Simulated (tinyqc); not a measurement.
From results back to parameters: donor-acceptor pair recombination. Two cases, with inputs chosen for the exercise.

Problem. The lines of two shells were computed from hidden eps and ED + EA.

h nu = Eg - ED - EA + q/(eps R), q = e^2/(4 pi eps0); shell j lies at R = a_lat sqrt(j/2) for the same sublattice and a_lat sqrt(j/2 - 5/16) for opposite ones (on the same sublattice shells 14, 30, 46, 56, 62, ... are empty, where 2j has the form 4^a (8b + 7)); rate W = W0 exp(-2R/aD) with the donor radius aD = q/(2 eps ED). Polarisation and overlap terms, which matter for close pairs, are left out.

Constants: e^2/(4 pi eps0) = 14.39964547 eV angstrom.

Find: R; eps; ED + EA.

Method. h nu against 1/R is a line of slope q/eps and intercept Eg - ED - EA.

Case 1.

Values chosen (near those of impurities in 3C SiC; not measured data): a_lat = 4.36 angstrom (lattice constant); Eg = 2.372 eV (gap); kind = same (sublattices of donor and acceptor); j12 = (59, 828) (two shells).

h nu (eV): 2.128707  2.081786

Solution.

R (angstrom): 23.68  88.71

eps = 9.5
ED + EA = 307 meV

Case 2.

Values chosen (near those of impurities in Si; not measured data): a_lat = 5.431 angstrom (lattice constant); Eg = 1.165 eV (gap); kind = same (sublattices of donor and acceptor); j12 = (82, 317) (two shells).

h nu (eV): 1.105191  1.087800

Solution.

R (angstrom): 34.78  68.37

eps = 11.7
ED + EA = 95 meV

Computed by tinyqc, one run a case: `OMP_NUM_THREADS=1 python tinyqc.py N N+1 out.jsonl` with N = 1282712, 1282717; one thread of a shared Intel(R) Xeon(R) Processor @ 2.30GHz, about 0.06 s a run at most.
